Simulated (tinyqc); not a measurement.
From one set of inputs to another, one input at a time: gas flow in a process chamber: flow regimes, conductance, effective pumping speed, pump-down, outgassing and purge. Computed by tinyqc, a small Python program. Command: `OMP_NUM_THREADS=1 python tinyqc.py 3121220 3121221 out.jsonl pump ladder`. One thread of a shared host (Intel(R) Xeon(R) Processor @ 2.30GHz), about 0.01 s of CPU time with the checks.

Ideal gas, isothermal flow, a pump of constant speed at the end of a round pipe; process gas, volume gas and outgassing are given the same properties. 1 sccm = 101325 Pa x 1e-6 m^3/60 s x T/273.15 K.

The inputs printed are set A. Set A is modelled on hydrogen near room temperature; the values taken over come from a set modelled on nitrogen near room temperature. Inputs not listed in the table keep their values of set A, so the rows need not describe a real material.

Inputs (values chosen for the exercise, modelled on hydrogen near room temperature):
```
quantity            value           unit
molar mass M        2.016          g/mol
molecular diameter   0.27             nm
viscosity eta         8.9  micropascal s
temperature T         293              K
chamber volume V      100              L
pipe diameter d         4             cm
pipe length l         130             cm
pump speed S           15            L/s
process gas flow     1500           sccm
```

Constants: k_B = 1.380649e-23 J/K; u = 1.6605390666e-27 kg.

Method:
- Mean speed c = sqrt(8 k_B T/(pi m)); aperture conductance C_a = c pi d^2/16; molecular pipe C_m = C_a/(1 + 3 l/(4 d)) (Dushman form); viscous pipe C_v = pi d^4 p_mean/(128 eta l); Knudsen interpolation C = C_v + C_m (1 + x)/(1 + 1.24 x), x = d p_mean sqrt(m/(k_B T))/eta.
- Effective speed 1/S_eff = 1/S + 1/C_m; time constant V/S_eff; pressure at which the free path k_B T/(sqrt2 pi d_m^2 p) equals d.
- Steady flow: the pump inlet is at p_2 = Q/S, and the chamber pressure p_1 solves Q = C((p_1 + p_2)/2) (p_1 - p_2). Residence time = p_1 V/Q.
- Knudsen number = free path at the mean pressure over d.

Each row keeps all changes above it:
```
input moved               from     to  chamber pressure p_1 (Pa)  residence time (s)  conductance C (L/s)
set A                        -      -                      183.8               6.766                 1009
pump speed S (L/s)          15    280                       30.9               1.139                  128
molar mass M (g/mol)     2.016  28.01                       32.5               1.196                  119
chamber volume V (L)       100     18                       32.5               0.215                  119
pipe length l (cm)         130    380                       54.2               0.359                   61
process gas flow (sccm)   1500     94                       12.7               1.346                   14
pipe diameter d (cm)         4     10                        2.0               0.213                  121
```

Chamber pressure p_1 goes from 184 to 2.02, a factor 0.0110 in all. The largest single move comes from pipe diameter d (a factor 0.159), and pipe length l works against it (a factor 1.67). Residence time goes from 6.77 to 0.213, a factor 0.0315 in all. The largest single move comes from pipe diameter d (a factor 0.159), and process gas flow works against it (a factor 3.75). Conductance C goes from 1010 to 121, a factor 0.120 in all. The largest single move comes from pipe diameter d (a factor 8.59), but it runs against the net change; the largest move in the direction of the net change is pump speed S (a factor 0.127). The single moves hold for this order of the switches; the total does not depend on the order.

Caution (rows molar mass M, chamber volume V, pipe length l, process gas flow): S over the pipe area exceeds 0.3 of the mean molecular speed: the pipe end cannot pass this speed without choking, so p_2 = Q/S and the conductance formulas are only formal.

Extremes, crossings and ranges named in words are read from the listed rows.
